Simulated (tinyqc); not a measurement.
Inside a calculation: free-carrier optics of a doped semiconductor (Drude model). Values are carried at full precision from step to step, so a last printed digit may differ when a step is redone from the rounded ones.

eps(E) = ei [1 - Ep^2/(E^2 + i E Gam)], with Ep^2 = 8 pi c (e^2/(4 pi eps0)) N/(m ei), c = hbar^2/2m0, N in 1/angstrom^3 (1e-24 per 1/cm^3); Gam = hbar/tau, tau = mu m m0/e with m0/e = 5.685630e-12 kg/C and mu in m^2/(V s). Energies in meV.

Constants: hbar^2/2m0 = 3.80998211 eV angstrom^2; e^2/(4 pi eps0) = 14.39964547 eV angstrom; hbar = 6.58211957e-16 eV s; hbar c = 1973.269805 eV angstrom.

Inputs chosen for the exercise (mass and dielectric values near those of Si; N and mu are free inputs; interband absorption and the rise of the mass with filling are left out; not measured data): N = 1.4e+20 1/cm^3 (carrier density); m = 0.266 m0 (conductivity mass); mu = 210 cm^2/(V s) (mobility); ei = 11.76 (high-frequency dielectric constant); E = 205.3 meV (photon energy).

## Plasma energy and damping

Evaluate Ep, tau, Gam, the plasma wavelength hc/Ep (hc = 1239.841984 eV nm) and the dc resistivity 1/(e N mu), e = 1.602176634e-19 C.

Ep = 248.41 meV
tau = 31.76 fs
Gam = 20.72 meV
plasma wavelength = 4.99 micrometre
rho = 0.000212 ohm cm

Ep/Gam = 11.99: the plasma edge is sharp.

## Dielectric function at one energy

Insert the numbers.

free-carrier term = -17.0443+1.7206i
eps = -5.2843+1.7206i

## Optical constants

n + i k = sqrt(eps1 + i eps2) with k >= 0; R = ((n - 1)^2 + k^2)/((n + 1)^2 + k^2) at normal incidence from vacuum; alpha = 2 E k/(hbar c), times 1e8 for 1/cm; loss function Im(-1/eps) = eps2/(eps1^2 + eps2^2).

Convert eps at the photon energy E (in meV) into the optical constants.

n = 0.3695
k = 2.3283
R = 0.7974
alpha = 4.84e+04 1/cm

Light of this energy penetrates 1/alpha = 0.206 micrometre.

## Checks

- Integral of E eps2 of the free-carrier term against (pi/2) ei Ep^2 (meV^2): both 1.1399e+06.

Program tinyqc; command `OMP_NUM_THREADS=1 python tinyqc.py 1652757 1652758 out.jsonl`; about 0.01 s on one thread of a shared Intel(R) Xeon(R) Processor @ 2.30GHz.
